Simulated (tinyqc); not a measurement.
# Electron density from the centroid

Question. In the Fang-Howard model the centroid is 3/b with b^3 = 6 (mz1/C) q (Nd + 11 Ns/32)/(eps0 eps_r), C = hbar^2/(2 m0), the field in eV/nm. Find b and Ns.

Parameters, values chosen for the exercise; masses and permittivity close to those of silicon (111):

| symbol | value | unit | meaning |
|---|---|---|---|
| eps_r | 11.9 |  | relative permittivity |
| mz1 | 0.261 | m0 | mass along z of valley set A (6 valley(s)) |
| Nd | 2.9e12 | cm^-2 | sheet density of depletion charge |

Constants: q = 1.602176634e-19 C, hbar = 1.054571817e-34 J s, m0 = 9.1093837015e-31 kg, eps0 = 8.8541878128e-14 F/cm where lengths are in cm, hbar^2/(2 m0) = 0.0380998212 eV nm^2. Results are converted to the units shown.

centroid = 2.3951333 nm

Answer. b = 3/centroid gives Nd + 11 Ns/32, from which the depletion charge is taken off.

b = 1.25 1/nm
Ns = 7.10e11 cm^-2

tinyqc, about 0.3 s, one thread, Intel Xeon 2.30GHz (shared host): `OMP_NUM_THREADS=1 python tinyqc.py 2160039 2160040 out.jsonl`
